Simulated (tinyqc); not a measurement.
# Reverse leakage of an n+-p junction: diffusion, generation, trap-assisted and band-to-band tunnelling, step by step

Numbers from tinyqc (`OMP_NUM_THREADS=1 python tinyqc.py 2290054 2290055 out.jsonl`; about 0.01 s on one thread of a shared Intel Xeon 2.30GHz). Printed values are rounded; ~0 in a residual or rate marks an entry under 1e-11 of the largest of its column.

One-sided abrupt junction in the depletion approximation, x from the junction (0) to W on the p side, field F = F0 (1 - x/W). Flat quasi-Fermi levels, long p side. Traps generate through SRH with both lifetimes shortened by 1 + Gamma (Hurkx enhancement, form for moderate fields); band-to-band generation is local and needs a total bending above Eg.

Inputs (values chosen for the exercise); band and dielectric values those of a made-up semiconductor: temperature T = 300 K; band gap Eg = 0.968 eV; relative permittivity eps_r = 11.8; conduction-band density of states at T Nc = 2.85e19 cm^-3; valence-band density of states at T Nv = 2.26e19 cm^-3; acceptor density of the lighter side Na = 5e16 cm^-3; donor density of the heavier side Nd = 5e19 cm^-3; SRH lifetime of both carriers at zero field tau = 2e-6 s; trap level above the intrinsic level Et = 0 eV; tunnelling mass mt = 0.24 m0; electron diffusion coefficient on the lighter side Dn = 26 cm^2/s; band-to-band prefactor Ab = 2.2e14 cm^-0.5 V^-2.5 s^-1; band-to-band field constant Bb = 9.36e6 V/cm; reverse bias VR = 2.4 V.

Constants: q = 1.602176634e-19 C, kB = 1.380649e-23 J/K, hbar = 1.054571817e-34 J s, m0 = 9.1093837015e-31 kg, Vt = kB T/q, eps0 = 8.8541878128e-14 F/cm where lengths are in cm. Results are converted to the units shown.

Range of the model: The n+ side is degenerate, so Vbi from Boltzmann statistics is only a guide.

## Field, scales and diffusion current

ni = sqrt(Nc Nv) exp(-Eg/(2 Vt)), Eg in volts; Vbi = Vt ln(Na Nd/ni^2); W = sqrt(2 eps0 eps_r (Vbi + VR)/(q Na)); F0 = 2 (Vbi + VR)/W; FG = sqrt(24 mt m0 (kB T)^3)/(q hbar); J_diff = q ni^2 sqrt(Dn/tau)(1 - exp(-VR/Vt))/Na.

ni = 1.87774e11 cm^-3
Vbi = 0.824481 V
W = 290.015 nm
F0 = 222.367 kV/cm
FG = 361.390 kV/cm
J_diff = 4.07363e-10 A/cm^2

## Generation rates across the layer

u = (Vbi + VR)(1 - x/W)^2, p = Na exp(-u/Vt), n = Nd exp((u - Vbi - VR)/Vt); G0 = ni^2 (1 - exp(-VR/Vt))/(tau (n + p + 2 ni cosh(Et/Vt))); Gamma = 2 sqrt(3 pi)(F/FG) exp((F/FG)^2); trap-assisted part G0 Gamma; G_bb = Ab F^2.5 exp(-Bb/F) with F in V/cm, zero unless Vbi + VR > Eg. 16 equal steps.

```
point   x (nm)  F (kV/cm)     Gamma  G0 (cm^-3 s^-1)  G0 Gamma (cm^-3 s^-1)  G_bb (cm^-3 s^-1)
0        0.000    222.367   5.51678        3.52589e8              1.94516e9          2.68843e9
1       18.126    208.469   4.94022       1.24484e15             6.14976e15          1.38267e8
2       36.252    194.571   4.41729       4.69421e16             2.07357e17          4.70982e6
3       54.378    180.673   3.94121       4.69434e16             1.85014e17            96706.7
4       72.504    166.775   3.50599       4.69434e16             1.64583e17            1055.89
5       90.630    152.877   3.10634       4.69434e16             1.45822e17            5.16793
6      108.756    138.979   2.73759       4.69434e16             1.28512e17                 ~0
7      126.881    125.081   2.39556       4.69434e16             1.12456e17                 ~0
8      145.007    111.183   2.07652       4.69434e16             9.74789e16                 ~0
9      163.133     97.285   1.77709       4.69431e16             8.34222e16                 ~0
10     181.259     83.388   1.49421       4.67931e16             6.99189e16                 ~0
11     199.385     69.490   1.22509       2.78939e16             3.41724e16                 ~0
12     217.511     55.592  0.967110       8.41339e14             8.13667e14                 ~0
13     235.637     41.694  0.717862       2.82737e13             2.02966e13                 ~0
14     253.763     27.796  0.475049       2.47534e12             1.17591e12                 ~0
15     271.889     13.898  0.236473       5.73933e11             1.35720e11                 ~0
16     290.015      0.000         0       3.52587e11                      0                  0
```

## Current components

Each current is q times the trapezoid sum of its rate; J adds J_diff; J_bb under 1e-8 of the sum is given as 0.

J_SRH = 1.31367e-7 A/cm^2
J_TAT = 3.58865e-7 A/cm^2
J_bb = 0 A/cm^2
J = 4.90639e-7 A/cm^2

A fine grid gives J = 5.081e-7 A/cm^2; the coarse sum is 3.4 % below it. On the fine grid the largest part is trap-assisted tunnelling (73.5 %). The simple estimate q ni W/(2 tau cosh(Et/Vt)) is 63 % above the fine-grid J_SRH of 1.342e-7 A/cm^2, since near both edges n or p is large enough to quench generation.
